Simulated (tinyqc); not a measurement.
How errors in the targets pass to the parameters: fitting sp3s* parameters to three gaps by Newton steps.

J:
```
            Vss     Vxapc     Vpaxc
Gamma  -0.91402   0.00000   0.00000
X       0.00000  -0.85021   0.00000
L      -0.24163  -0.23279  -0.12911
```

The gaps at Gamma, X and L of an sp3s* model are fitted with Vss, Vxapc and Vpaxc; J holds the derivatives of the gaps by these parameters at the start. The change of each parameter for +10 meV on one target is 10 J^-1, in meV.

Shifts (meV):

| target raised | Vss | Vxapc | Vpaxc |
|---|---|---|---|
| Gamma | -10.9 | 0.0 | 20.5 |
| X | 0.0 | -11.8 | 21.2 |
| L | 0.0 | 0.0 | -77.5 |

root sum of squares (meV): Vss 10.9, Vxapc 11.8, Vpaxc 82.9

Independent errors of 10 meV leave Vpaxc least certain (83 meV) and Vss best fixed (10.9 meV). The largest single entry, 77 meV, comes from the target at L.

(tinyqc, `OMP_NUM_THREADS=1 python tinyqc.py 1452480 1452481 out.jsonl`, Intel(R) Xeon(R) Processor @ 2.30GHz, 1 thread, shared host, about 0.1 s.)
